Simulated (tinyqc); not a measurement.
Changing the fraction x of B sites: two-sublattice mean-field magnet: ferrimagnet, compensation points and susceptibility. Computed by tinyqc, a small Python program. Command: `OMP_NUM_THREADS=1 python tinyqc.py 3031240 3031241 out.jsonl ferri sweep`. One thread of a shared host (Intel(R) Xeon(R) Processor @ 2.30GHz), about 0.08 s of CPU time with the checks.

A random alloy A(1-x)B(x) with H = -sum over pairs J S_i.S_j. a = <S_A> and b = <S_B> are taken along z, a > 0. Exchange fields: h_A = (1 - x) zJ_AA a + x zJ_AB b, h_B = (1 - x) zJ_AB a + x zJ_BB b; a = S_A B_(S_A)(S_A h_A/(k_B T)) and likewise for b, with the Brillouin function B_S(y) = [(2S + 1)/(2S)] coth[(2S + 1) y/(2S)] - [1/(2S)] coth[y/(2S)].

Inputs (values chosen for the exercise, for a model ferrimagnet):
```
quantity,value,unit
spin S_A,2,-
spin S_B,3.5,-
g factor g_A,2,-
g factor g_B,2,-
z J_AA,30.2,meV
z J_BB,2.5,meV
z J_AB,-7.8,meV
T over T_c,0.17,-
largest number of steps,3000,-
```

Constants: k_B = 8.617333262e-05 eV/K.

Method:
- Linearised, T (a, b) = M (a, b) with M_ij = S_i (S_i + 1) c_j zJ_ij/(3 k_B), c_A = 1 - x, c_B = x. T_c is the larger eigenvalue, and its eigenvector gives b/a at onset, (T_c - M_AA)/M_AB.
- Repeat from a = S_A, b = -S_B until a and b change by less than 1e-10.
- Net moment m = (1 - x) g_A a + x g_B b in mu_B per site; net spin s = (1 - x) a + x b. At T = 0, a = S_A and b = -S_B. Effective g = m/s.
- T_M: m = 0; T_A: s = 0; searched between 0.02 and 0.97 T_c, and given as 0 if there is no change of sign.

One run for each value:
```
fraction x of B sites,m at T = 0 (mu_B),magnetic compensation T_M (K),T_c (K),net moment m (mu_B),angular-momentum compensation T_A (K)
0.08,3.12,0.0,654.7,3.158,0.0
0.13,2.57,0.0,625.8,2.632,0.0
0.18,2.02,0.0,597.0,2.104,0.0
0.24,1.36,0.0,562.5,1.468,0.0
0.29,0.81,0.0,533.8,0.934,0.0
0.34,0.26,0.0,505.2,0.398,0.0
0.39,-0.29,113.6,476.6,-0.141,113.6
0.45,-0.95,216.3,442.4,-0.793,216.3
0.50,-1.50,278.9,414.1,-1.339,278.9
0.55,-2.05,332.7,385.9,-1.889,332.7
```

Over the rows, m at T = 0 (mu_B) falls from 3.12 to -2.05; magnetic compensation T_M (K) rises from 0 to 333, flat over part of the range; T_c (K) falls from 655 to 386 (exponent d ln y / d ln x -0.093 between the first rows and -0.74 between the last). A compensation point exists in 4 rows, only where B wins at T = 0 and A near T_c; within that window T_M moves by 13.7 K for each per cent of B. A zero marks no point.

Extremes, crossings and ranges named in words are read from the listed rows.
